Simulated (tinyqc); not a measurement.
Matthiessen's rule against the full average: mobility of a non-polar semiconductor in the relaxation-time approximation. Computed by tinyqc, a small Python program. Command: `OMP_NUM_THREADS=1 python tinyqc.py 3005787 3005788 out.jsonl rta walk`. One thread of a shared host (Intel(R) Xeon(R) Processor @ 2.30GHz), about 0.01 s of CPU time with the checks.

Each valley is treated as a sphere of mass m_d for states and rates, with one isotropic relaxation time; the conductivity mass m_c sets the current.

Inputs (values chosen for the exercise, modelled on electrons in germanium):

| quantity | value | unit |
|---|---|---|
| longitudinal mass m_l | 1.58 | m_0 |
| transverse mass m_t | 0.0826 | m_0 |
| equivalent valleys Z | 4 | - |
| non-parabolicity alpha | 0.7 | 1/eV |
| static permittivity eps_s | 16 | - |
| density rho | 5323 | kg/m^3 |
| sound velocity v_l | 5440 | m/s |
| acoustic deformation potential D_A | 11 | eV |
| phonon energy hbar w | 32.8 | meV |
| optical or intervalley deformation potential D_o | 5.1 | 1e8 eV/cm |
| final valleys Z_f | 3 | - |
| carrier density n | 2.9e+19 | 1/cm^3 |
| compensation ratio C | 0 | - |
| temperature T | 250 | K |

Band: Kane. Impurity formula: Brooks-Herring. Further scattering: none.

Constants: k_B = 8.617333262e-05 eV/K; m_0 = 9.1093837015e-31 kg; e = 1.602176634e-19 C; hbar = 1.054571817e-34 J s; eps_0 = 8.8541878128e-12 F/m; k_B = 1.380649e-23 J/K; hbar = 6.582119569e-16 eV s.

Method:
- m_d = (m_l m_t^2)^(1/3); 1/m_c = (1/m_l + 2/m_t)/3; Hall mass factor A = 3 K_m (K_m + 2)/(2 K_m + 1)^2, K_m = m_l/m_t; N_I = n (1 + C)/(1 - C).
- Kane band: hbar^2 k^2/(2 m) = E (1 + alpha E), speed v = hbar k/(m (1 + 2 alpha E)), states per spin, volume and energy g(E) = m k (1 + 2 alpha E)/(2 pi^2 hbar^2); overlap factors are set to 1. Here m = m_d. Masses are multiplied by m_0 and all formulas are in SI units.
- The reduced Fermi level eta = E_F/(k_B T) solves n = 2 Z int g f dE with f = 1/(1 + exp(x - eta)) (Z = 1 unless valleys are given); screening length L_s = sqrt(eps_s eps_0 k_B T/(e^2 dn/deta)), dn/deta = 2 Z int g f (1 - f) dE.
- Integrals over x = E/(k_B T) use 160 Gauss-Legendre points in u = sqrt(x) from 0 to sqrt(max(eta, 0) + 32).
- Phonon occupation N_q = 1/(exp(hbar w/(k_B T)) - 1).
- Acoustic deformation potential (elastic, equipartition, absorption and emission together): 1/tau = 2 pi k_B T D_A^2 g(E)/(hbar rho v_l^2).
- Optical or intervalley deformation potential: 1/tau = (pi Z_f D_o^2/(rho w)) [N_q g(E + hbar w) + (N_q + 1) g(E - hbar w)], with g = 0 below the band edge.
- Each optical term is multiplied by (1 - f(E'))/(1 - f(E)), E' the final energy, for Pauli blocking.
- Singly charged impurities, momentum relaxation: 1/tau = N_I e^4 m (1 + 2 alpha E) Phi/(8 pi (eps_s eps_0)^2 hbar^3 k^3), with alpha = 0 for a parabolic band.
- Brooks-Herring: Phi = ln(1 + b) - b/(1 + b), b = 4 k^2 L_s^2.
- mu = (m_d/m_c) (2 Z e/(3 n k_B T)) int g v^2 tau f (1 - f) dE.
- Averages over x are split at the emission threshold x_0 = hbar w/(k_B T): 64 Gauss-Legendre points in sqrt(x) below it and 128 in sqrt(x - x_0) above it, up to x = max(eta, 0) + 32.
- Rates are added at each energy before the average. With <y> = int g v^2 y f (1 - f) dE: Hall factor r_H = A (3 n k_B T/(2 Z m_d)) <tau^2/(1 + 2 alpha E)>/<tau>^2 (alpha = 0 for a parabolic band); Hall mobility r_H mu; |S| = (k_B/e) (<x tau>/<tau> - eta); resistivity 1/(n e mu).
- Matthiessen's rule adds 1/mu of the separate processes.

acoustic mobility = 4800.35 cm^2/(V s)

optical mobility = 8260.16 cm^2/(V s)

ionised impurity mobility = 1135.63 cm^2/(V s)

drift mobility mu = 780.244 cm^2/(V s)

Separate mobilities:

| process | mu (cm^2/(V s)) | share of the sum of 1/mu (%) |
|---|---|---|
| acoustic | 4800.4 | 17.217 |
| optical | 8260.2 | 10.006 |
| ionised impurity | 1135.6 | 72.777 |

mobility by Matthiessen's rule = 826.48 cm^2/(V s)

excess of Matthiessen's rule over the full mu = 5.9261 %

What follows from these numbers?

The rule gives 826.5 against the full 780.2, 5.9 % too high; it can only overestimate, since each separate average is carried by the energies where that process is weak. The largest shares are ionised impurity (73 %) and acoustic (17 %). Caution: above a few 1e18 per cm^3 the Born approximation, static screening and an unperturbed band are rough; measured mobilities are usually lower.

Extremes, crossings and ranges named in words are read from the listed rows.
